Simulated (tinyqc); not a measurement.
Matthiessen's rule against the full average: mobility of a non-polar semiconductor in the relaxation-time approximation. Computed by tinyqc, a small Python program. Command: `OMP_NUM_THREADS=1 python tinyqc.py 3030463 3030464 out.jsonl rta walk`. One thread of a shared host (Intel(R) Xeon(R) Processor @ 2.30GHz), about 0.01 s of CPU time with the checks.

Each valley is treated as a sphere of mass m_d for states and rates, with one isotropic relaxation time; the conductivity mass m_c sets the current.

Inputs (values chosen for the exercise, for a model non-polar semiconductor):
```
quantity,value,unit
longitudinal mass m_l,2.3,m_0
transverse mass m_t,0.44,m_0
equivalent valleys Z,6,-
static permittivity eps_s,12.3,-
density rho,5740,kg/m^3
sound velocity v_l,6580,m/s
acoustic deformation potential D_A,5.7,eV
phonon energy hbar w,22,meV
optical or intervalley deformation potential D_o,6.1,1e8 eV/cm
final valleys Z_f,5,-
carrier density n,2.8e+16,1/cm^3
compensation ratio C,0,-
temperature T,300,K
alloy fraction x,0.27,-
alloy potential U,1.2,eV
lattice constant a,5.52,angstrom
```

Band: parabolic. Impurity formula: Brooks-Herring. Further scattering: alloy.

Constants: k_B = 8.617333262e-05 eV/K; m_0 = 9.1093837015e-31 kg; e = 1.602176634e-19 C; hbar = 1.054571817e-34 J s; eps_0 = 8.8541878128e-12 F/m; k_B = 1.380649e-23 J/K; hbar = 6.582119569e-16 eV s.

Method:
- m_d = (m_l m_t^2)^(1/3); 1/m_c = (1/m_l + 2/m_t)/3; Hall mass factor A = 3 K_m (K_m + 2)/(2 K_m + 1)^2, K_m = m_l/m_t; N_I = n (1 + C)/(1 - C).
- Parabolic band: E = hbar^2 k^2/(2 m), speed v = hbar k/m, states per spin, volume and energy g(E) = m k/(2 pi^2 hbar^2). Here m = m_d. Masses are multiplied by m_0 and all formulas are in SI units.
- The reduced Fermi level eta = E_F/(k_B T) solves n = 2 Z int g f dE with f = 1/(1 + exp(x - eta)) (Z = 1 unless valleys are given); screening length L_s = sqrt(eps_s eps_0 k_B T/(e^2 dn/deta)), dn/deta = 2 Z int g f (1 - f) dE.
- Integrals over x = E/(k_B T) use 160 Gauss-Legendre points in u = sqrt(x) from 0 to sqrt(max(eta, 0) + 32).
- Phonon occupation N_q = 1/(exp(hbar w/(k_B T)) - 1).
- Acoustic deformation potential (elastic, equipartition, absorption and emission together): 1/tau = 2 pi k_B T D_A^2 g(E)/(hbar rho v_l^2).
- Optical or intervalley deformation potential: 1/tau = (pi Z_f D_o^2/(rho w)) [N_q g(E + hbar w) + (N_q + 1) g(E - hbar w)], with g = 0 below the band edge.
- Each optical term is multiplied by (1 - f(E'))/(1 - f(E)), E' the final energy, for Pauli blocking.
- Singly charged impurities, momentum relaxation: 1/tau = N_I e^4 m (1 + 2 alpha E) Phi/(8 pi (eps_s eps_0)^2 hbar^3 k^3), with alpha = 0 for a parabolic band.
- Brooks-Herring: Phi = ln(1 + b) - b/(1 + b), b = 4 k^2 L_s^2.
- Alloy disorder: 1/tau = (2 pi/hbar) Omega x (1 - x) U^2 g(E), Omega = a^3/4 (other conventions for Omega rescale U).
- mu = (m_d/m_c) (2 Z e/(3 n k_B T)) int g v^2 tau f (1 - f) dE.
- Averages over x are split at the emission threshold x_0 = hbar w/(k_B T): 64 Gauss-Legendre points in sqrt(x) below it and 128 in sqrt(x - x_0) above it, up to x = max(eta, 0) + 32.
- Rates are added at each energy before the average. With <y> = int g v^2 y f (1 - f) dE: Hall factor r_H = A (3 n k_B T/(2 Z m_d)) <tau^2/(1 + 2 alpha E)>/<tau>^2 (alpha = 0 for a parabolic band); Hall mobility r_H mu; |S| = (k_B/e) (<x tau>/<tau> - eta); resistivity 1/(n e mu).
- Matthiessen's rule adds 1/mu of the separate processes.

acoustic mobility = 1162.71 cm^2/(V s)

optical mobility = 66.8472 cm^2/(V s)

ionised impurity mobility = 18125.7 cm^2/(V s)

alloy mobility = 52.7541 cm^2/(V s)

drift mobility mu = 27.8394 cm^2/(V s)

Separate mobilities:
```
process,mu (cm^2/(V s)),share of the sum of 1/mu (%)
acoustic,1.1627e+03,2.4693e+00
optical,6.6847e+01,4.2949e+01
ionised impurity,1.8126e+04,1.5840e-01
alloy,5.2754e+01,5.4423e+01
```

mobility by Matthiessen's rule = 28.710 cm^2/(V s)

excess of Matthiessen's rule over the full mu = 3.1286 %

The rule gives 28.71 against the full 27.84, 3.1 % too high; it can only overestimate, since each separate average is carried by the energies where that process is weak. The largest shares are alloy (54 %) and optical (43 %).

Extremes, crossings and ranges named in words are read from the listed rows.
